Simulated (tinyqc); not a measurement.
Straight dislocations in isotropic elasticity: fields, energies, partials, Peierls stress and walls: one step, computed by the program tinyqc. Command: `OMP_NUM_THREADS=1 python tinyqc.py 3029321 3029322 out.jsonl disloc walk`. One thread of a shared host (Intel(R) Xeon(R) Processor @ 2.30GHz), about 0.01 s of CPU time with the checks.

The line runs along z, the glide plane is y = 0, and beta is the angle between b and the line (0 screw, 90 degrees edge): b_e = b sin(beta) along +x with the extra half plane at y > 0, b_s = b cos(beta). Stress is positive in tension.

Question. Splitting into partials. Shockley partials have b_p = b/sqrt(3) at the angles beta -/+ 30 degrees; their repulsion balances the fault at d = G b_p^2/(8 pi gamma) (2 - nu)/(1 - nu) [1 - 2 nu cos(2 beta)/(2 - nu)].

Inputs (values chosen for the exercise, modelled on germanium):
```
quantity                     value      unit
shear modulus G               54.2       GPa
Poisson ratio nu             0.204         -
Burgers vector b                 4  angstrom
stacking-fault energy gamma   62.5    mJ/m^2
```

Character: 60-degree.

Give: partial Burgers vector b_p; splitting width d; d/b.

Answer.

partial Burgers vector b_p = 2.3094 angstrom

splitting width d = 4.6238 nm

d/b = 11.559

Widely split: cross-slip and climb need a constriction first.
